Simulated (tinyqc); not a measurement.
Quantum well in an electric field by finite differences: sweeps and comparisons. A value that a table varies takes the place of the one given here.

Finite differences on points z_i at the centres of cells of width h: H_ii = (c/h^2)(1/m_(i-1/2) + 1/m_(i+1/2)) + V_i, H_(i,i+1) = -(c/h^2)/m_(i+1/2), where m_(i+1/2) is the mean of the masses at the two points (the end values are repeated outwards), psi = 0 on the points beyond both ends, c = hbar^2/2m0. The field adds e F (z - z0) with z0 the middle of the structure; 1 kV/cm = 1e-5 eV/angstrom.

Constants: hbar^2/2m0 = 3.80998211 eV angstrom^2.

Values chosen for the exercise (near those of an InGaAs well in InAlAs; shifted at random, so the results belong to these values and not to a real crystal): layers = ((72, 0.493, 0.0761), (72, 0, 0.0404), (72, 0.493, 0.0761)) (each layer: thickness in angstrom, band edge in eV, mass in m0); hf = 1.125 angstrom (cell width of the fine grid); Fs = (0, 16.7, 33.3, 50, 66.7, 83.3, 100) kV/cm (fields); F = 23 kV/cm (field along z); Lw = 72 angstrom (well width); Lb = 72 angstrom (each outer barrier); V0 = 0.493 eV (barrier height); mw = 0.0404 m0 (mass in the well); mb = 0.0761 m0 (mass in the barriers).

## Stark shift

Fine grid. Perturbation theory: dE1 = e F z_11 - beta (e F)^2 with beta = sum_j z_1j^2/(E_j - E_1) over the 13 next levels at zero field, z from z0.

Levels against field:

| F (kV/cm) | E1 (eV) | E2 (eV) | dE1 (meV) | second order (meV) | <z - z0> (angstrom) | E2 - E1 (meV) |
|---|---|---|---|---|---|---|
| 0 | 0.0778 | 0.3132 | 0.00 | 0.00 | 0.0 | 235.4 |
| 16.7 | 0.0778 | 0.3132 | -0.05 | -0.05 | -0.5 | 235.4 |
| 33.3 | 0.0776 | 0.3131 | -0.18 | -0.18 | -1.1 | 235.5 |
| 50.0 | 0.0774 | 0.3131 | -0.40 | -0.40 | -1.6 | 235.7 |
| 66.7 | 0.0771 | 0.3130 | -0.72 | -0.72 | -2.2 | 235.9 |
| 83.3 | 0.0767 | 0.3129 | -1.12 | -1.12 | -2.7 | 236.2 |
| 100 | 0.0762 | 0.3128 | -1.62 | -1.62 | -3.2 | 236.6 |

z_11 = 0.00 angstrom
beta = 1620 angstrom^2/eV

At zero field the state is centred, so the shift starts as F^2; it turns linear only if the state is pulled to one side. At 100 kV/cm E1 has moved by -1.62 meV, where second order gives -1.62 meV; they differ by 0.2 % there. The electron moves by -3.2 angstrom, against the rise of the potential. E2 - E1 grows with the field; the ends are 235.4 and 236.6 meV.

## Order of mass and momentum

Fine grid. Hermitian kinetic operators m^a p m^b p m^a with 2a + b = -1: H_ii = (c/h^2) m_i^(2a) (m_(i-1/2)^b + m_(i+1/2)^b) + V_i, H_(i,i+1) = -(c/h^2) m_i^a m_(i+1)^a m_(i+1/2)^b; BenDaniel-Duke is a = 0. The halved form has H_ii = 2c/(h^2 m_i) + V_i and H_(i,i+1) = -(c/2h^2)(1/m_i + 1/m_(i+1)). The shifts are measured against BenDaniel-Duke; the last column repeats E1 with cells of hf/4.

Levels (eV):

| operator | E1 | E2 | E1 - E1(BDD) (meV) | E1 at hf/4 |
|---|---|---|---|---|
| BenDaniel-Duke | 0.0777 | 0.3132 | 0.0 | 0.0778 |
| (1/m) p^2 + p^2 (1/m), halved | 0.0216 | 0.1519 | -56.1 | -1.7905 |
| m^(-1/2) p^2 m^(-1/2) | 0.1058 | 0.3672 | 28.1 | 0.1059 |
| m^(-1/4) p m^(-1/2) p m^(-1/4) | 0.0918 | 0.3398 | 14.1 | 0.0919 |
| one mass, the smallest | 0.0918 | 0.3403 | 14.1 | 0.0919 |

The three forms m^a p m^b p m^a span 28.1 meV in E1, 12 % of E2 - E1; they differ only at the mass steps (largest to smallest mass 1.88), where m^a psi is the continuous quantity. Dropping the mass step altogether moves E1 by +14.1 meV. Refining the grid moves the halved form by -1812.1 meV, against at most 0.10 meV for the other three: at an abrupt step it has no limit as the grid is refined.

## What each parameter does

Three layers: barrier, well, barrier; fine grid. The Stark shift is E1(F) - E1(0). Each row changes one parameter from the base and keeps the others.

Results:

| case | E1 (eV) | E2 - E1 (meV) | Stark shift (meV) | <z - z0> (angstrom) |
|---|---|---|---|---|
| base | 0.0777 | 235.4 | -0.09 | -0.75 |
| Lw = 90 angstrom | 0.0571 | 174.3 | -0.16 | -1.37 |
| Lb = 90 angstrom | 0.0777 | 235.4 | -0.09 | -0.75 |
| V0 = 0.394 eV | 0.0719 | 215.7 | -0.10 | -0.88 |
| mw = 0.0465 m0 | 0.0734 | 217.9 | -0.09 | -0.76 |
| mb = 0.0913 m0 | 0.0737 | 232.0 | -0.09 | -0.76 |
| F = 11.5 kV/cm | 0.0778 | 235.4 | -0.02 | -0.37 |

The largest shifts from the base row, up to three for each result and ties (the steps differ in size, so this ranks the rows, not the parameters). E1 (eV): Lw -0.0206, V0 -0.0058, mw -0.0043; unchanged at the printed digits by Lb. E2 - E1 (meV): Lw -61.1, V0 -19.8, mw -17.6; unchanged at the printed digits by Lb and F. Stark shift (meV): Lw -0.07, F +0.06, V0 -0.02; unchanged at the printed digits by Lb, mw and mb. <z - z0> (angstrom): Lw -0.62, F +0.37, V0 -0.14; unchanged at the printed digits by Lb.

tinyqc: `OMP_NUM_THREADS=1 python tinyqc.py 1280830 1280831 out.jsonl`; about 0.02 s, one thread, shared Intel(R) Xeon(R) Processor @ 2.30GHz.
